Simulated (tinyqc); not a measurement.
Bias-temperature instability from a Gaussian distribution of capture and emission barriers. Inputs raised by 10 %, one at a time. Computed by tinyqc, a small Python program. Command: `OMP_NUM_THREADS=1 python tinyqc.py 3007577 3007578 out.jsonl bti sens`. One thread of a shared host (Intel(R) Xeon(R) Processor @ 2.30GHz), about 0.02 s of CPU time with the checks.

Each trap has a capture time tau_0 exp(E_c/(k_B T)) under stress and an emission time tau_0 exp(E_e/(k_B T)) after it. E_c is Gaussian, and E_e = E_c + d with d Gaussian and independent. A trap counts as filled once t_s exceeds its capture time and as emptied once t_r exceeds its emission time.

Inputs (values chosen for the exercise, for a model p-channel transistor):
```
quantity                                       value        unit
shift with all traps filled V_max                290          mV
mean capture barrier at zero field mu_c         1.85          eV
spread of capture barriers sigma_c              0.35          eV
lowering of mu_c per field k_F                 0.032  eV/(MV/cm)
oxide field F                                    7.3       MV/cm
mean of E_e - E_c at the stress field, delta   -0.38          eV
spread of E_e - E_c, sigma_d                    0.25          eV
time constant tau_0                            4e-09           s
temperature T                                     85           C
stress time t_s                                  100           s
recovery time t_r                             0.0006           s
```

Constants: k_B = 8.617333262e-05 eV/K.

Method:
- Demarcation energies E_s = k_B T ln(t_s/tau_0), E_r = k_B T ln(t_r/tau_0); mean barrier mu = mu_c - k_F F; z = (E_s - mu)/sigma_c; Phi is the standard normal distribution.
- Temperatures in kelvin are T(C) + 273.15.
- Shift without recovery dV0 = V_max Phi(z); local time exponent n = d ln dV0/d ln t_s = (k_B T/sigma_c) exp(-z^2/2)/(sqrt(2 pi) Phi(z)); apparent activation energy n E_s.
- Remaining shift dV = V_max int_(-infinity)^(E_s) g(E_c) [1 - Phi((E_r - E_c - delta)/sigma_d)] dE_c, g the Gaussian density of E_c (Gauss-Legendre, 120 points over 7 sigma_c below E_s).

Runs; columns: (1) input moved; (2) from; (3) to; (4) shift without recovery dV0 (mV); (5) time exponent n; (6) remaining shift dV (mV); (7) apparent activation energy (eV):
```
(1)                                              (2)      (3)    (4)     (5)    (6)     (7)
base run                                           -        -  1.765  0.2495  0.582  0.1843
shift with all traps filled V_max (mV)           290      319  1.942  0.2495  0.640  0.1843
mean capture barrier at zero field mu_c (eV)    1.85    2.035  0.348  0.2924  0.121  0.2161
spread of capture barriers sigma_c (eV)         0.35    0.385  3.285  0.2102  1.016  0.1554
lowering of mu_c per field k_F (eV/(MV/cm))    0.032   0.0352  2.128  0.2441  0.697  0.1804
oxide field F (MV/cm)                            7.3     8.03  2.128  0.2441  0.697  0.1804
spread of E_e - E_c, sigma_d (eV)               0.25    0.275  1.765  0.2495  0.604  0.1843
recovery time t_r (s)                         0.0006  0.00066  1.765  0.2495  0.575  0.1843
```

Exponents ln(y'/y) / ln(x'/x):
```
input                                    shift without recovery dV0  time exponent n  remaining shift dV  apparent activation energy
shift with all traps filled V_max                             1.000            0.000               1.000                       0.000
mean capture barrier at zero field mu_c                     -17.036            1.667             -16.517                       1.667
spread of capture barriers sigma_c                            6.518           -1.795               5.846                      -1.795
lowering of mu_c per field k_F                                1.960           -0.228               1.885                      -0.228
oxide field F                                                 1.960           -0.228               1.885                      -0.228
spread of E_e - E_c, sigma_d                                  0.000            0.000               0.391                       0.000
recovery time t_r                                             0.000            0.000              -0.128                       0.000
```

Among the inputs moved here: shift without recovery dV0 answers most in size to mean capture barrier at zero field mu_c (exponent -17.036), next to spread of capture barriers sigma_c (+6.518); its exponent is below 0.0005 for spread of E_e - E_c, sigma_d, recovery time t_r. Its exponent +1.000 in shift with all traps filled V_max: the shift counts traps. Its exponent 0.000 in recovery time t_r: no recovery is counted in dV0. Time exponent n answers most in size to spread of capture barriers sigma_c (exponent -1.795), next to mean capture barrier at zero field mu_c (+1.667); its exponent is below 0.0005 for shift with all traps filled V_max, spread of E_e - E_c, sigma_d, recovery time t_r. Its exponent 0.000 in shift with all traps filled V_max: the exponent is a shape. Remaining shift dV answers most in size to mean capture barrier at zero field mu_c (exponent -16.517), next to spread of capture barriers sigma_c (+5.846). Apparent activation energy answers most in size to spread of capture barriers sigma_c (exponent -1.795), next to mean capture barrier at zero field mu_c (+1.667); its exponent is below 0.0005 for shift with all traps filled V_max, spread of E_e - E_c, sigma_d, recovery time t_r.

Caution (all rows): part of the filled traps have an emission barrier near or below zero, which means only that they empty at once.
